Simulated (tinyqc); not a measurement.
Collinear exchange A + BC -> AB + C on a London-Eyring-Polanyi-Sato surface: saddle, string of images and rate: one step, computed by the program tinyqc. Command: `OMP_NUM_THREADS=1 python tinyqc.py 3110749 3110750 out.jsonl leps walk`. One thread of a shared host (Intel(R) Xeon(R) Processor @ 2.30GHz), about 0.05 s of CPU time with the checks.

x = r(AB), y = r(BC), r(AC) = x + y. V is counted from separated atoms, the barrier from A + BC, that is V + D(BC).

Problem. Transition-state rate. One-dimensional rate constant without tunnelling, k = sqrt(k_B T/(2 pi mu)) [sinh(h nu_BC/(2 k_B T))/sinh(h nu_s/(2 k_B T))] exp(-barrier/(k_B T)) with mu = m_A (m_B + m_C)/(m_A + m_B + m_C); Wigner factor 1 + (h nu_i/(k_B T))^2/24; adiabatic barrier = barrier + h (nu_s - nu_BC)/2.

Inputs (values chosen for the exercise, bond data loosely for abstraction of hydrogen from a Si-H bond by a hydrogen atom; the barrier is not fitted):

| quantity | value | unit |
|---|---|---|
| mass of A | 1.008 | u |
| mass of B | 1.008 | u |
| mass of C | 28.09 | u |
| temperature T | 300 | K |

barrier = 0.1173662 eV

real frequency at the saddle = 38.94657 THz

nu_BC = 67.62121 THz

imaginary frequency = 34.55510 THz

Constants: h x 1 THz = 4.135667696 meV; k_B = 1.380649e-23 J/K; u = 1.6605390666e-27 kg; k_B = 8.617333262e-05 eV/K.

Give: adiabatic barrier; rate constant k; Wigner factor.

Solution.

adiabatic barrier = 0.05807 eV

rate constant k = 6766 cm/s

Wigner factor = 2.273

Caution: the Wigner factor exceeds 2 at T: tunnelling, left out of k, is large and needs a better treatment than this factor.
